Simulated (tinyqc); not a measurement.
A particle near a wafer in liquid: double-layer and van der Waals forces (DLVO), deposition barrier and removal: one step, computed by the program tinyqc. Command: `OMP_NUM_THREADS=1 python tinyqc.py 3112686 3112687 out.jsonl dlvo walk`. One thread of a shared host (Intel(R) Xeon(R) Processor @ 2.30GHz), about 0.01 s of CPU time with the checks.

Sphere and flat wall, Derjaguin approximation, constant potentials in the linear-superposition form, no retardation and no hydration force.

Question. Barrier and secondary minimum. U(h) = Z R exp(-kappa h) - A R/(6 h); F(h) = -dU/dh = kappa Z R exp(-kappa h) - A R/(6 h^2), positive for repulsion. F = 0 reads x^2 exp(-x) = y with x = kappa h and y = A kappa/(6 Z); the left side peaks at x = 2 with 4/e^2 = 0.5413, so roots exist for smaller y: x < 2 is the barrier, x > 2 the secondary minimum.

Inputs (values chosen for the exercise, of the order of those for alumina on silica in water): particle radius R = 17 nm; Hamaker constant A = 1.1e-20 J; temperature T = 323 K.

kappa = 0.9466512 1/nm

Z = 3.637353 pN

Constants: k_B = 1.380649e-23 J/K.

Give: y; position of the barrier; barrier height; position of the secondary minimum; energy at the secondary minimum.

Answer.

y = 0.47714

position of the barrier = 1.4482 nm

barrier height = -1.3058 k_B T

position of the secondary minimum = 2.9548 nm

energy at the secondary minimum = -1.5197 k_B T

The maximum lies below zero, so nothing holds the particle off.
